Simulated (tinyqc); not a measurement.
# Level and width from two currents at zero temperature

Question. In a resonant-tunnelling diode at zero temperature a sharp resonance at Er = E0 - alpha V between the emitter band edge and Ef carries J = K (pi/2) G Tp (Ef - Er), K = q^3 mw m0/(2 pi^2 hbar^3) (times 1e-4 for A/cm^2 per eV^2), with G its full width and Tp its peak transmission, G Tp taken as constant, and no back flow. Find G Tp and E0.

Values chosen for this exercise; masses and offsets of a made-up heterostructure:

| symbol | value | unit | meaning |
|---|---|---|---|
| mw | 0.031 | m0 | mass in the well, spacer and contacts |
| Ef | 0.23 | eV | Fermi energy of both contacts above their band edges |
| alpha | 0.47 |  | share of the bias at the well |

Constants: q = 1.602176634e-19 C, hbar = 1.054571817e-34 J s, m0 = 9.1093837015e-31 kg. Results are converted to the units shown.

J at V = 0.33 and 0.68 V (kA/cm^2): 70.687205  421.98766

Solution. J is linear in V: the slope gives G Tp, and the onset V0, where the line meets zero, gives E0 = Ef + alpha V0.

G Tp = 2.71 meV
E0 = 0.352 eV

Computed by the program tinyqc: `OMP_NUM_THREADS=1 python tinyqc.py 2600019 2600020 out.jsonl`, one thread of a shared Intel Xeon 2.30GHz, about 0.05 s for the whole run.
